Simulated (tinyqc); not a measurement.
Recursion (Haydock) method for the local density of states: impurity site of a square lattice, step by step. Values are carried at full precision from step to step, so a last printed digit may differ when a step is redone from the rounded ones.

One orbital a site at energy 0, hopping -t to the 4 nearest neighbours of a square lattice; the start u0 is a site in the bulk, with energy V. Recursion: a_n = <u_n|H|u_n>, b_(n+1) u_(n+1) = (H - a_n) u_n - b_n u_(n-1), b > 0. G(z) = 1/(z - a0 - b1^2/(z - a1 - b2^2/(...))), z = E + i eta. After n levels the tail is b_n^2 T with the square-root terminator T = (z - sqrt(z - 2b) sqrt(z + 2b))/(2 b^2), b = 2t so that the band edges lie at -/+ 4t.

Values chosen for the exercise: t = 1.29 eV (hopping); V = 1.6 eV (shift of the starting site); n = 5 (levels kept); E = -0.21 eV (energy); eta = 0.065 eV (broadening).

## The coefficients

Carry the recursion for n levels; the lattice is large enough that no wall is met.

Coefficients:
```
n  a_n (eV)  b_(n+1) (eV)  b_(n+1)^2/t^2
0    1.6000       2.58000         4.0000
1    0.0000       2.88453         5.0000
2    0.0000       2.51467         3.8000
3    0.0000       2.67664         4.3053
4    0.0000       2.53862         3.8727
```

b1^2/t^2 = 4 counts the neighbours of the start. Only a0 = V differs from zero: u_n lies on one sublattice and is orthogonal to the start. The b_n tend to a quarter of the band width, 2.580 eV.

## Moments from the coefficients

For a1 = a2 = 0: mu1 = a0, mu2 = a0^2 + b1^2, mu3 = a0^3 + 2 a0 b1^2, mu4 = a0^4 + 3 a0^2 b1^2 + b1^4 + b1^2 b2^2.

mu1 to mu4 (eV^n): 1.600  9.216  25.396  157.367

## The continued fraction at one energy

Start from the terminator and work up: G_i = 1/(z - a_i - S_i), S_i = b_(i+1)^2 G_(i+1), with T in place of G_n. The density is -Im G_0/pi.

Levels of the fraction:
```
i         S_i (eV)       G_i (1/eV)
4  -0.1004-2.4646i  -0.0171-0.3946i
3  -0.1225-2.8269i  -0.0105-0.3455i
2  -0.0661-2.1846i  -0.0283-0.4427i
1  -0.2356-3.6835i   0.0018-0.2668i
0   0.0121-1.7756i  -0.2716-0.2744i
```

local density of states = 0.0873 1/eV

A direct sum over the zone gives 0.0753 1/eV at the same z; 5 levels miss it by +16.0 %.

## Checks

- G from 10 levels against a direct sum over the zone at E = 9.8560 eV, above the band (1/eV): both 0.13312.

Run: tinyqc, `OMP_NUM_THREADS=1 python tinyqc.py 1450849 1450850 out.jsonl`; Intel(R) Xeon(R) Processor @ 2.30GHz, one thread, shared host; about 0.01 s of CPU time with all checks.
